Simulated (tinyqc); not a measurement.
Van der Pauw, Hall and four-point-probe measurements on a doped layer: one step of the calculation.

A uniform p-type layer with sheet resistance Rs = 1/(q ns mu), point contacts, low field (mu B small).

Task. Resistances and Hall voltage. Rs = 1/(q ns mu). For a rectangle with contacts at the corners, RA = (8 Rs/pi) sum_(k>=0) ln coth((2k + 1) pi a/(2 b)) with current along a short side b and voltage along the opposite one, RB the same with a and b exchanged; Hall voltage VH = rH B I/(q ns), negative for electrons.

Parameters, values chosen for the exercise:
- ns = 6.5e11 cm^-2 (sheet density of the layer)
- mu = 320 cm^2/(V s) (drift mobility)
- rH = 1 (Hall factor)
- B = 1 T (magnetic field)
- I = 500 uA (current)
- ar = 1.27 (side ratio a/b of a rectangular sample with corner contacts)

Constants: q = 1.602176634e-19 C. Results are converted to the units shown.

Give: Rs; RA; RB; VH.

Result.

Rs = 3.001e4 ohm/square
RA = 2829 ohm
RB = 1.300e4 ohm
VH = 480.1 mV

RB/RA = 4.60; for a square both equal Rs ln 2/pi = 6620 ohm.

Program tinyqc, `OMP_NUM_THREADS=1 python tinyqc.py 2850111 2850112 out.jsonl`; Intel Xeon 2.30GHz, shared host, one thread, about 0.01 s.
